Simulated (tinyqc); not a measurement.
Valley splitting in a one-orbital chain of atomic planes (second-neighbour model): sweeps and comparisons. A value that a table varies takes the place of the one given here.

Each (001) plane carries one orbital with energy e0, hopping v to the next plane and u to the second: E(phi) = e0 + 2 v cos(phi) + 2 u cos(2 phi), where phi = pi - k a/4 (the sign of every second orbital is chosen so that v > 0, which shifts the phase by pi). The minimum lies at cos(phi0) = -v/(4u), phi0 = pi - (pi/2) k0 for a valley at k0 (2 pi/a), and e0 puts it at zero. A slab of N planes has hard walls: the matrix simply ends.

A well of Nw planes between barriers of 40 planes each (as of a SiGe alloy, taken as an offset alone). With x = j - 39.5 for plane j = 0, 1, ..., the potential is V0 (f(x) + f(Nw - x)) + F (j - 40) a/4, f(y) = 1/(1 + exp(y/L)), a step for L = 0; L is in planes, 4 L is about the distance over which f goes from 0.88 to 0.12, and 1 MV/m = 1e-4 V/angstrom.

Constants: hbar^2/2m0 = 3.80998211 eV angstrom^2.

Values chosen for the exercise (near those of the Delta valleys of silicon; abrupt walls in this chain split the valleys several times more than measured wells; shifted at random, so the results belong to these values and not to a real crystal): a = 5.425 angstrom (lattice constant; planes lie a/4 apart); ml = 0.92 m0 (longitudinal mass); N0 = 51 (first number of planes); Nf = 120 (planes in the thick slab); V0 = 0.1 eV (barrier height); F = 8 MV/m (field); Nw = 50 (planes in the well); k0 = 0.865 2 pi/a (position of the valley).

## Splitting against the number of planes

u = 0.588943 eV
v = 0.495824 eV
e0 = 1.282243 eV
phi0 = 1.782854 rad

Ten slabs from N0 on, of thickness (N - 1) a/4 between the outer planes. Effective mass: E1 = (c/ml)(pi/W)^2 with W = (N + 2) a/4: the amplitude vanishes on two missing planes at each end, and the envelope has its nodes N + 2 spacings apart. Large-N estimate of the splitting: 16 pi^2 u |sin(phi0) sin((N + 2) phi0)|/(N + 2)^3.

Doublet (meV):

| N | thickness (angstrom) | mean level | effective mass | splitting | estimate |
|---|---|---|---|---|---|
| 51 | 67.81 | 7.90 | 7.91 | 0.159 | 0.147 |
| 52 | 69.17 | 7.62 | 7.62 | 0.512 | 0.519 |
| 53 | 70.53 | 7.34 | 7.35 | 0.346 | 0.338 |
| 54 | 71.88 | 7.08 | 7.09 | 0.322 | 0.330 |
| 55 | 73.24 | 6.84 | 6.84 | 0.439 | 0.436 |
| 56 | 74.59 | 6.60 | 6.61 | 0.114 | 0.123 |
| 57 | 75.95 | 6.38 | 6.38 | 0.442 | 0.442 |
| 58 | 77.31 | 6.17 | 6.17 | 0.073 | 0.066 |
| 59 | 78.66 | 5.97 | 5.97 | 0.370 | 0.374 |
| 60 | 80.02 | 5.78 | 5.78 | 0.214 | 0.209 |

The mean level falls smoothly, from 7.9 to 5.8 meV, within 0.2 % of the effective-mass value. The splitting swings between 0.073 (N = 58) and 0.512 meV (N = 52): one plane more or less changes the phase between the two walls by phi0 = 1.783 rad. The estimate misses the computed values by at most 0.011 meV.

## Splitting against the electric field

A thick slab in a field F: plane j = 0, 1, ... gains the energy F j a/4 (1 MV/m = 1e-4 V/angstrom), which presses the electron against the first wall. The exponent is the slope of ln(splitting) against ln F between 20 and 50 MV/m.

Doublet:

| F (MV/m) | mean level (meV) | splitting (meV) | splitting/F (meV per MV/m) |
|---|---|---|---|
| 1 | 7.89 | 0.1395 | 0.1395 |
| 2 | 12.43 | 0.2775 | 0.1388 |
| 5 | 22.62 | 0.6939 | 0.1388 |
| 10 | 35.47 | 1.3881 | 0.1388 |
| 20 | 55.41 | 2.7770 | 0.1388 |
| 30 | 71.79 | 4.1666 | 0.1389 |
| 50 | 99.21 | 6.9477 | 0.1390 |

exponent = 1.00

The splitting goes from 0.1395 to 6.9477 meV. At high field it grows as F^1.00: at a single hard wall it follows the squared slope of the envelope, which is proportional to F, while the level itself grows about as F^(2/3) (here F^0.64). A hard wall is the sharpest interface possible; real Si interfaces split several times less.

## Sharp and graded interfaces

The lowest doublet for several interface widths L.

Doublet:

| L (planes) | 4 L (angstrom) | mean level (meV) | splitting (micro-eV) |
|---|---|---|---|
| 0.00 | 0.00 | 26.25 | 1125.44 |
| 0.25 | 1.36 | 26.33 | 604.83 |
| 0.50 | 2.71 | 26.46 | 113.18 |
| 0.75 | 4.07 | 26.64 | 17.92 |
| 1.00 | 5.42 | 26.86 | 2.79 |
| 1.50 | 8.14 | 27.44 | 0.05 |
| 2.00 | 10.85 | 28.15 | 0.01 |

The mean level moves by +1.9 meV over the table, while the splitting falls from 1125.4 micro-eV at a step to 2.79 at L = 1 plane, a factor 404. Coupling the valleys needs the Fourier component of the potential at twice the valley wave vector, a period of a few planes, and grading removes it. Random alloy disorder, left out here, sets the splitting once this part is gone.

## What each parameter does

Step interfaces (L = 0). u, v, e0 follow from 8 u sin^2(phi0) = (2c/ml)/(a/4)^2, v = -4u cos(phi0), e0 = 2u + v^2/(4u), c = hbar^2/2m0. Each row changes one parameter from the base and keeps the others.

Results:

| case | mean level (meV) | splitting (micro-eV) |
|---|---|---|
| base | 26.25 | 1125.4 |
| k0 = 0.875 2 pi/a | 26.25 | 1110.0 |
| ml = 1.012 m0 | 25.48 | 1121.2 |
| V0 = 0.15 eV | 27.34 | 1133.0 |
| F = 16 MV/m | 38.49 | 2219.1 |
| Nw = 51 | 26.24 | 1110.3 |

The largest shifts from the base row, up to three for each result and ties (the steps differ in size, so this ranks the rows, not the parameters). mean level (meV): F +12.24, V0 +1.10, ml -0.76; unchanged at the printed digits by k0. splitting (micro-eV): F +1093.7, k0 -15.4, Nw -15.1.

Run: tinyqc, `OMP_NUM_THREADS=1 python tinyqc.py 1480037 1480038 out.jsonl`; Intel(R) Xeon(R) Processor @ 2.30GHz, one thread, shared host; about 0.02 s of CPU time with all checks.
